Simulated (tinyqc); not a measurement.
Tight binding, kagome lattice, step by step. One step of it, computed by the program tinyqc.

Problem. Bloch Hamiltonian at K. H_AB = -t1 - t2 exp(-i k.a1), H_AC = -t1 - t2 exp(-i k.a2), H_BC = -t1 - t2 exp(i k.(a1 - a2)), H_CC = delta.

Parameters chosen for this model:
```
parameter     value                unit
t1         1.210000    eV, up triangles
t2         1.210000  eV, down triangles
delta             0        eV on site C
```

k point K (fractions of the reciprocal vectors): [0.333333, 0.666667]

Give: H(k) at K.

Solution.

H(k) at K (eV), order A, B, C:
$$\begin{pmatrix}
0.000 & -0.605+1.048i & -0.605-1.048i \\
-0.605-1.048i & 0.000 & -0.605+1.048i \\
-0.605+1.048i & -0.605-1.048i & 0.000
\end{pmatrix}$$
